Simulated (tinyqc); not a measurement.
Inside a calculation. Model: IGBT as a p-i-n diode in series with a MOS channel, on-state and switching loss.

Computed by the program tinyqc: `OMP_NUM_THREADS=1 python tinyqc.py 2590133 2590134 out.jsonl`, one thread of a shared Intel Xeon 2.30GHz, about 0.01 s for the whole run. Printed values are rounded.

High injection (n = p) in a drift layer from x = -W/2 (anode) to +W/2 (cathode side), recombination only in the layer with lifetime tau, ideal emitters. The channel feeds the cathode side and carries the whole current. Auger recombination, carrier-carrier scattering, emitter losses and the carrier dip under the p body are left out.

Values chosen for this exercise; material values close to those of silicon:
- T = 300 K (temperature)
- Eg = 1.1 eV (band gap)
- Nc = 2.85e19 cm^-3 (conduction-band density of states at T)
- Nv = 2.65e19 cm^-3 (valence-band density of states at T)
- mn = 1400 cm^2/(V s) (electron mobility)
- mp = 480 cm^2/(V s) (hole mobility)
- W = 130 um (width of the drift layer)
- Nd = 5.9e13 cm^-3 (doping of the drift layer)
- tau = 1.4 us (high-injection lifetime)
- J = 150 A/cm^2 (current density)
- Rch = 0.84 mohm cm^2 (channel and accumulation resistance)
- Vdc = 800 V (link voltage)
- ks = 0.13 (turn-off energy per stored charge and link voltage)
- f = 20 kHz (switching frequency)

Constants: q = 1.602176634e-19 C, kB = 1.380649e-23 J/K, Vt = kB T/q. Results are converted to the units shown.

## Ambipolar length

b = mn/mp, B = (b - 1)/(b + 1), La = sqrt(2 Vt mn mp tau/(mn + mp)), y = W/(2 La).

b = 2.91667
B = 0.489362
La = 50.8665 um
y = 1.27785

## Carrier profile

2 x/W, point 0 to 8: -1  -0.75  -0.5  -0.25  0  0.25  0.5  0.75  1

n(x) = (tau J/(2 q La))[cosh(x/La)/sinh y - B sinh(x/La)/cosh y]. x/La = (2 x/W) y.

n, point 0 to 8 (cm^-3): 2.04492e17  1.52667e17  1.16556e17  9.24411e16  7.78413e16  7.12535e16  7.19996e16  8.01566e16  9.65639e16

The density is 2.12 times higher at the anode than at the cathode side, since holes are the slower carriers; its smallest listed value is 1210 times Nd.

## On-state voltage

n(x) = (tau J/(2 q La))[cosh(x/La)/sinh y - B sinh(x/La)/cosh y]. Vm = Vt [(8 b/(b + 1)^2)(sinh y/s) arctan(s sinh y) + B ln((1 + B tanh^2 y)/(1 - B tanh^2 y))], s = sqrt(1 - B^2 tanh^2 y); Vj = Vt ln(n(-W/2) n(W/2)/ni^2), ni = sqrt(Nc Nv) exp(-Eg/(2 Vt)), Eg in volts; Vc = J Rch; Von = Vm + Vj + Vc.

Vm = 0.0799986 V
Vj = 0.827214 V
Vc = 0.126 V
Von = 1.03321 V

Vm does not depend on J, since the carrier density grows with it. Junctions, layer and channel take 80, 7.7 and 12 % of Von.

## Stored charge, losses and the unipolar alternative

Stored charge tau J, turn-off energy Eoff = ks tau J Vdc, loss at half duty 0.5 J Von + f Eoff. A unipolar device on the same layer has Vu = J (W/(q mn Nd) + Rch).

stored charge = 210 uC/cm^2
Eoff = 21.84 mJ/cm^2
conduction loss = 77.4910 W/cm^2
switching loss = 436.8 W/cm^2
Vu = 147.474 V

Both losses would be equal at f = 3.55 kHz.
